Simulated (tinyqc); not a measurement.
Monte Carlo simulation of one carrier in a uniform electric field: one step, computed by the program tinyqc.

The force e F acts along +z. Flights end at the constant total rate Gamma; the part of Gamma that the real rates do not fill is self-scattering, which leaves k unchanged. One valley, no impurities; equivalent final valleys enter only through Z_f in the optical rate.

Task: Scattering event 1. Kane band: hbar^2 k^2/(2 m) = E (1 + alpha E), speed v = hbar k/(m (1 + 2 alpha E)), states per spin, volume and energy g(E) = m k (1 + 2 alpha E)/(2 pi^2 hbar^2); overlap factors are set to 1. Masses are multiplied by m_0 and all formulas are in SI units. Phonon occupation N_q = 1/(exp(hbar w/(k_B T)) - 1). Acoustic deformation potential (elastic, equipartition, absorption and emission together): 1/tau = 2 pi k_B T D_A^2 g(E)/(hbar rho v_l^2). Optical or intervalley deformation potential: 1/tau = (pi Z_f D_o^2/(rho w)) [N_q g(E + hbar w) + (N_q + 1) g(E - hbar w)], with g = 0 below the band edge. Choice: with cumulative rates in the order acoustic, absorption, emission, the process is the first whose sum exceeds r2 Gamma; if none, self-scattering. Final state: E' = E, E + hbar w or E - hbar w gives k'. Isotropic processes: cos(theta) = 1 - 2 r3 from the z axis, phi = 2 pi r4, k' (sin theta cos phi, sin theta sin phi, cos theta). Use row 1 of the random numbers.

Inputs (values chosen for the exercise, modelled on holes in silicon):
```
quantity,value,unit
effective mass m,0.51,m_0
non-parabolicity alpha,0.31,1/eV
density rho,2329,kg/m^3
sound velocity v_l,8890,m/s
acoustic deformation potential D_A,5.5,eV
phonon energy hbar w,61.4,meV
optical or intervalley deformation potential D_o,9.4,1e8 eV/cm
final valleys Z_f,1,-
lattice temperature T,200,K
```

Crystal: non-polar. Band: Kane.

k at the end of the flight (1/nm): [-0.1100000, -0.1500000, 0.1475839]

Random numbers (0.02 to 0.98, from up to 60 sets tried for early real events), one row a flight:
```
,r1,r2,r3,r4
1,0.3586,0.2035,0.2656,0.6046
2,0.3828,0.2331,0.1191,0.4605
3,0.5205,0.3859,0.1675,0.8959
4,0.4161,0.8686,0.2509,0.7959
5,0.7774,0.3736,0.3034,0.2350
6,0.2631,0.6485,0.2151,0.4953
7,0.0635,0.2659,0.7499,0.5019
```

Gamma = 36.49208 1e12/s

Constants: hbar = 1.054571817e-34 J s; m_0 = 9.1093837015e-31 kg; e = 1.602176634e-19 C; k_B = 1.380649e-23 J/K; hbar = 6.582119569e-16 eV s; k_B = 8.617333262e-05 eV/K.

Give: cumulative rates; r2 Gamma; process chosen; k after event 1, the start of the next flight.

Result:

cumulative rates (1e12/s): acoustic 0.3497, absorption 0.5493, emission 0.5493

r2 Gamma = 7.426 1e12/s

Process chosen: self-scattering

k after event 1, the start of the next flight (1/nm): [-0.1100, -0.1500, 0.1476]
